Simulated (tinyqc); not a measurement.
Bandgap voltage reference from two bipolar transistors: one step of the calculation.

Two transistors of area 1 and N carry the same current I. Is(T) = Is (T/T0)^eta exp[(Vg0 q/kB)(1/T0 - 1/T)], VBE1 = Vt ln(I/Is(T)) + I rb, VBE2 = Vt ln(I/(N Is(T))) + I rb/N. The amplifier forces I R1(T) = VBE1 - VBE2 + Vos, with R(T) = R (1 + tc (T - T0)) for both resistors, and the output is Vref = VBE1 + I R2(T). Base currents and the Early effect are neglected.

Problem. Operating point at another temperature. Vt = kB T/q; I = (Vt ln N + Vos)/(R1(T) - rb (1 - 1/N)).

Parameters, values chosen for the exercise; values of the order met in silicon bipolar transistors:
- T0 = 298 K (reference temperature)
- Vg0 = 1.15 V (band-gap voltage extrapolated to 0 K)
- eta = 4.4 (temperature exponent of the saturation current)
- Is = 2.6e-18 A (saturation current of the unit transistor at T0)
- N = 8 (area ratio of the second transistor)
- R1 = 6.7 kohm (resistor across which the difference of VBE falls, at T0)
- tc = 0 ppm/K (temperature coefficient of both resistors)
- Vos = 2.8 mV (offset of the amplifier)
- rb = 0 ohm (series resistance of the unit transistor)
- R2 = 59.47 kohm (output resistor at T0)
- T = 333 K (temperature)

Constants: q = 1.602176634e-19 C, kB = 1.380649e-23 J/K. Results are converted to the units shown.

Give: Vt; I; Is(T); VBE1; I R2; Vref.

Solution.

Vt = 0.02870 V
I = 9.324 uA
Is(T) = 4.692e-16 A
VBE1 = 0.6805 V
I R2 = 0.5545 V
Vref = 1.235 V

From T0 to T, VBE1 changes by -59.2 mV and I R2 by 55.7 mV, which leaves -3.51 mV in Vref.

Numbers from tinyqc (`OMP_NUM_THREADS=1 python tinyqc.py 2062140 2062141 out.jsonl`; about 0.03 s on one thread of a shared Intel Xeon 2.30GHz).
